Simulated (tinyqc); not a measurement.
Inside a calculation. Method: Hueckel theory of the pi electrons, for the molecule BC=C[CH2+] (SMILES; centres numbered as the heavy atoms are written). One step of it, computed by the program tinyqc.

Problem. Energy, charges, bond orders. E = sum n x; q_r = z_r - P_rr; bond order p = P_rs; free valence = sqrt(3) - sum of p over the bonds of the atom.

x values: 1.454075  0.153957  -1.022583  -1.625449

occupations: 2.000000  0.000000  0.000000  0.000000

charge and bond-order matrix P:
```
          1B        2C        3C        4C
1B  0.033532  0.137102  0.178902  0.123035
2C  0.137102  0.560561  0.731466  0.503045
3C  0.178902  0.731466  0.954476  0.656414
4C  0.123035  0.503045  0.656414  0.451431
```

Centres:

| centre | z_r, pi electrons of the neutral centre | h |
|---|---|---|
| 1B | 0 | -1.040000 |
| 2C | 1 | 0.000000 |
| 3C | 1 | 0.000000 |
| 4C | 1 | 0.000000 |

Bonds:

| i | j | k |
|---|---|---|
| 1 | 2 | 0.610000 |
| 2 | 3 | 1 |
| 3 | 4 | 1 |

Give: pi energy = 2 alpha + this times beta; pi charges; Bond orders and lengths from R = 1.517 - 0.180 p; free valence of the carbons; gap between the highest filled and the next level.

Solution.

pi energy = 2 alpha + this times beta = 2.9082

pi charges: 1B -0.0335, 2C 0.4394, 3C 0.0455, 4C 0.5486

Bond orders and lengths from R = 1.517 - 0.180 p (angstrom, C-C alone):

| bond | p | R |
|---|---|---|
| 1-2 | 0.1371 | - |
| 2-3 | 0.7315 | 1.3853 |
| 3-4 | 0.6564 | 1.3988 |

free valence of the carbons: 2C 0.8635, 3C 0.3442, 4C 1.0756

gap between the highest filled and the next level = 1.3001 |beta|
